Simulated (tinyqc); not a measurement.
Worked calculation: Cabrera-Mott growth of a thin oxide under its own electric field. Computed by tinyqc, a small Python program that keeps every step. Command: `OMP_NUM_THREADS=1 python tinyqc.py 3016378 3016379 out.jsonl cabrera walk`. One thread of a shared host (Intel(R) Xeon(R) Processor @ 2.30GHz), about 0.01 s of CPU time with the checks. Intermediate numbers are printed to about 6 digits and carried at full precision; extremes and crossings named in words are read from the listed rows.

Electrons cross the film freely and set a fixed potential V across it; the field V/x lowers the barrier for ions entering the oxide.

Inputs (values chosen for the exercise, for a model metal):
```
quantity                     value        unit
barrier W                     1.12          eV
Mott potential V               1.4           V
ion charge number z              3           -
half jump distance b           1.4    angstrom
prefactor u0 = N Omega nu  1.7e+13  angstrom/s
temperature T                  300           K
starting thickness x0          7.5    angstrom
time t                        3200           s
```

Backward hops: kept.

Constants: k_B = 8.617333262e-05 eV/K.

## Scales

u = u0 exp(-W/(k_B T)), X1 = z b V/(k_B T) with V in volts and k_B T in eV; dx/dt = 2 u sinh(X1/x).

u = 2.60182e-06 angstrom/s

X1 = 227.449 angstrom

## Field and rate at the start

Field E = V/x; the barrier is lowered by z b V/x.

field = 18.6667 MV/cm

barrier lowering = 0.784 eV

rate = 3.85387e+07 angstrom/s

## Thickness after time t

t(x) = int_(x0)^x dx / (dx/dt) by Gauss-Legendre quadrature (80 points on each side of (x0 + 2 x)/3), solved for x.

thickness x = 36.1768 angstrom

rate at time t = 0.00139878 angstrom/s

field at time t = 3.86989 MV/cm

X1/x = 6.29: the field term still rules. Caution: the starting field or rate is formal: the first layers form as fast as oxygen arrives.

## Limiting thickness

Growth counts as stopped when u exp(X1/x) falls to 1e-5 angstrom/s: x_L = X1/ln(1e-5/u), defined while u is below that rate; the critical temperature is T_c = W/(k_B ln(u0/1e-5)).

limiting thickness x_L = 168.934 angstrom

critical temperature T_c = 309.622 K

T is below T_c, so the rate is below that level in any film thicker than x_L; growth goes on there, ever more slowly, and so near T_c x_L is no real limit.

## Growth over eight decades

Closed form for thin films (leading term of the integral): x solves (x^2/(u X1)) exp(-X1/x) = t.

Thickness:
```
t (s)     x (angstrom)  1/x (1/angstrom)  closed form (angstrom)
1.00e+00        17.471         0.0572374                  17.315
1.00e+01        20.627         0.0484805                  20.382
1.00e+02        25.040         0.0399365                  24.629
1.00e+03        31.570         0.0316755                  30.817
1.00e+04        42.008         0.0238050                  40.454
1.00e+05        60.618         0.0164968                  56.855
1.00e+06        99.559         0.0100443                  88.252
1.00e+07       200.885         0.0049780                 158.004
1.00e+08       518.387         0.0019291                 339.921
```

Per decade of time the film gains 3.2 angstrom at first and 320 at the end. The inverse-logarithmic law predicts -X1 d(1/x)/d ln t near 1; the rows give 0.87 at first and 0.30 at the end. The closed form misses by at most a factor 1.5, as it needs x well below X1 and above x0. In the last rows x grows as t^0.41, approaching the parabolic law x^2 = 4 u X1 t of weak fields. Caution: rows beyond about 10 nm exceed the range where electrons tunnel freely and hold a fixed Mott potential.

Checks made by the program: quadrature against adaptive integration (relative difference below 1e-10).
